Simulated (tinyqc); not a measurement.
# Front-illuminated p-i-n photodiode, quantum efficiency and bandwidth: what changes with what

Light enters through a p layer (0 to xp), a depleted layer (xp to xp + wi) and a thick n substrate, decaying as exp(-al x); one pass, no back reflection. Carriers made in the depleted layer are all collected; those in the neutral layers diffuse.

Values chosen for this exercise; values close to those of 4H silicon carbide at this wavelength:
```
symbol   value    unit                                         meaning
lam        280      nm                                      wavelength
al       15200    1/cm                          absorption coefficient
Rf        0.02                           reflectance of the front face
eps_r     9.37                                   relative permittivity
xp        0.32      um                  thickness of the front p layer
wi         1.1      um                 thickness of the depleted layer
Dn         6.8  cm^2/s   electron diffusion coefficient in the p layer
Ln         2.7      um        electron diffusion length in the p layer
S          100    cm/s     recombination velocity of the front surface
Lp          31      um  hole diffusion length in the thick n substrate
ve      2.06e7    cm/s                         electron drift velocity
vh      1.37e7    cm/s                             hole drift velocity
dia         79      um                                        diameter
RL          50     ohm                                 load resistance
Cp          50      fF                           parasitic capacitance
```

Constants: q = 1.602176634e-19 C, h = 6.62607015e-34 J s, c = 299792458 m/s, eps0 = 8.8541878128e-14 F/cm where lengths are in cm. Results are converted to the units shown.

Each table varies one quantity; the others keep the values above.

## Efficiency and bandwidth against the thickness of the depleted layer

k = al Ln, s = S Ln/Dn, e = exp(-al xp); front layer f1 = (k/(k^2 - 1)) {[s + k - e (s cosh(xp/Ln) + sinh(xp/Ln))]/[s sinh(xp/Ln) + cosh(xp/Ln)] - k e}; depleted layer f2 = e (1 - exp(-al wi)); substrate f3 = e exp(-al wi) al Lp/(1 + al Lp); external efficiency (1 - Rf)(f1 + f2 + f3); responsivity = efficiency q lam/(h c). Drift response for pairs made in the depleted layer, a = al wi, g = 1 - exp(-a), u = 2 pi i f, te = wi/ve, th = wi/vh: electrons He = [g - a (exp(-a) - exp(-u te))/(u te - a)]/(u te g), holes Hh = [g - a (1 - exp(-a - u th))/(a + u th)]/(u th g); C = eps0 eps_r pi (dia/2)^2/wi + Cp; total |He + Hh|/sqrt(1 + (2 pi f RL C)^2), for the current of the depleted layer alone. Limits are the frequencies at which each factor falls to 1/sqrt(2); inverse-square sum (f_transit^-2 + f_RC^-2)^(-1/2); the diffusion currents f1 and f3 are left out of the bandwidth.

Result of one run:
columns A: wi (um); B: f2; C: f1 + f3; D: responsivity (A/W); E: transit limit (GHz); F: RC limit (GHz); G: 3 dB bandwidth (GHz); H: inverse-square sum (GHz); I: bandwidth x (1 - Rf) f2 (GHz)
```
A          B       C       D      E      F      G      H       I
0.39  0.2750  0.7160  0.2193  235.6  2.913  2.913  2.913  0.7849
```

What becomes of these results when the thickness of the depleted layer wi is changed from 0.39 to 3.1 um, all else the same?

Result of the changed run:
columns A: wi (um); B: f2; C: f1 + f3; D: responsivity (A/W); E: transit limit (GHz); F: RC limit (GHz); G: 3 dB bandwidth (GHz); H: inverse-square sum (GHz); I: bandwidth x (1 - Rf) f2 (GHz)
```
A         B       C       D      E      F      G      H      I
3.1  0.6093  0.3886  0.2209  32.65  17.57  15.06  15.47  8.994
```

The whole series:
columns A: wi (um); B: f2; C: f1 + f3; D: responsivity (A/W); E: transit limit (GHz); F: RC limit (GHz); G: 3 dB bandwidth (GHz); H: inverse-square sum (GHz); I: bandwidth x (1 - Rf) f2 (GHz)
```
A          B       C       D      E      F      G      H       I
0.14  0.1179  0.8698  0.2186  638.8  1.077  1.077  1.077  0.1244
0.23  0.1814  0.8076  0.2189  392.7  1.751  1.751  1.751  0.3112
0.39  0.2750  0.7160  0.2193  235.6  2.913  2.913  2.913  0.7849
0.65  0.3859  0.6073  0.2198  144.9  4.711  4.708  4.709   1.780
1.1   0.4993  0.4963  0.2203  88.67  7.584  7.546  7.557   3.693
1.8   0.5750  0.4222  0.2207  55.90  11.54  11.22  11.30   6.322
3.1   0.6093  0.3886  0.2209  32.65  17.57  15.06  15.47   8.994
5.2   0.6146  0.3834  0.2209  18.85  24.83  14.51  15.01   8.737
8.8   0.6148  0.3832  0.2209  10.73  33.08  10.07  10.21   6.066
```

As wi goes from 0.14 to 8.8, the responsivity rises from 0.219 to 0.221 A/W and the bandwidth goes from 1.08 through a maximum of 15.1 (at wi = 3.1 among the rows listed) to 10.1 GHz. The RC limit is the lower one for wi = 0.14, 0.23, 0.39, 0.65, 1.1, 1.8, 3.1, the transit limit elsewhere. Adding inverse squares of the two limits is within 3.5 % of the full result. The product of bandwidth and fast efficiency goes from 0.124 through a maximum of 8.99 (at wi = 3.1 among the rows listed) to 6.07 GHz. In every row the diffusion currents exceed 0.3 of the drift current; their own response times, left out, may then shape the whole response.

## Efficiency and bandwidth against the absorption coefficient

Same model as above.

lam is held fixed while al varies.

The same in every row: RC limit (GHz) = 7.584.

Efficiency and bandwidth against the absorption coefficient:
columns A: al (1/cm); B: f2; C: f1 + f3; D: responsivity (A/W); E: transit limit (GHz); F: 3 dB bandwidth (GHz); G: inverse-square sum (GHz); H: bandwidth x (1 - Rf) f2 (GHz)
```
A             B        C        D      E      F      G         H
30     0.003291  0.08568  0.01969  80.05  7.537  7.551   0.02431
90     0.009823   0.2182  0.05047  80.09  7.537  7.551   0.07255
300     0.03215   0.4713   0.1114  80.23  7.537  7.551    0.2375
900     0.09158   0.6761   0.1699  80.62  7.538  7.551    0.6765
3000     0.2553   0.6808   0.2072  82.00  7.539  7.552     1.887
9000     0.4712   0.5179   0.2189  85.65  7.543  7.555     3.483
30000    0.3688   0.6277   0.2205  92.11  7.550  7.559     2.729
90000   0.05613   0.9379   0.2200  87.55  7.548  7.556    0.4152
3e5    6.773e-5   0.9927   0.2197  83.51  7.544  7.553  5.008e-4
```

Read the table: what changes, and by how much?

As al goes from 30 to 3e5, the responsivity goes from 0.0197 through a maximum of 0.221 (at al = 30000 among the rows listed) to 0.220 A/W and the bandwidth stays near 7.54 GHz. The RC limit is the lower one in every row. Adding inverse squares of the two limits is within 0.18 % of the full result. Strong absorption puts the pairs into the front layer, where they must diffuse against surface loss; weak absorption lets light pass beyond a diffusion length of the junction. In every row the diffusion currents exceed 0.3 of the drift current; their own response times, left out, may then shape the whole response.

tinyqc, about 0.01 s, one thread, Intel Xeon 2.30GHz (shared host): `OMP_NUM_THREADS=1 python tinyqc.py 2250133 2250134 out.jsonl`
